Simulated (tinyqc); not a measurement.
Keating valence-force model of a tetrahedral crystal: one step, computed by the program tinyqc.

Atom A sits at 0 and atom B at a/4 (1,1,1) of an fcc lattice; the four bonds from A are t = a/4 (1,1,1), a/4 (1,-1,-1), a/4 (-1,1,-1), a/4 (-1,-1,1), of length d = sqrt(3) a/4. Energy: E = (3 alpha/(8 d^2)) sum over bonds (r.r - d^2)^2 + (3 beta/(8 d^2)) sum over pairs of bonds at one atom (r_i.r_j + d^2/3)^2, with beta_A for the six pairs at A and beta_B for the six at B. The cell holds two atoms, Omega = a^3/4. 1 N/m = 1 J/m^2. With constants fitted to the elastic moduli this model puts optical and zone-boundary frequencies of real crystals too high, by up to about 20 % in elemental crystals and up to about 50 % in compounds, and mostly by more for TA modes; in compounds the lattice part of the static dielectric constant then comes out too low.

Question. Elastic constants and internal strain. beta = (beta_A + beta_B)/2; C11 = (alpha + 3 beta)/a, C12 = (alpha - beta)/a, C44 = 4 alpha beta/(a (alpha + beta)); with the two sublattices clamped C44(0) = (alpha + beta)/a; internal-strain parameter zeta = (alpha - beta)/(alpha + beta); B = (C11 + 2 C12)/3.

Inputs (values chosen for the exercise, modelled on gallium phosphide):
```
quantity,value,unit
lattice constant a,5.451,angstrom
bond stretching alpha,48.6,N/m
bond bending beta_A,11,N/m
bond bending beta_B,11,N/m
```

Structure: zinc blende.

Give: C11; C12; C44; clamped C44(0); internal-strain parameter zeta; bulk modulus B.

Answer.

C11 = 149.7 GPa

C12 = 68.98 GPa

C44 = 65.82 GPa

clamped C44(0) = 109.3 GPa

internal-strain parameter zeta = 0.6309

bulk modulus B = 95.88 GPa

Letting the sublattices shift lowers C44 by 40 %, which is zeta^2. A shear is shared between bond lengths and angles. The model fixes 2 C44 (C11 + C12)/((C11 - C12)(C11 + 3 C12)) = 1.000 whatever alpha and beta are.
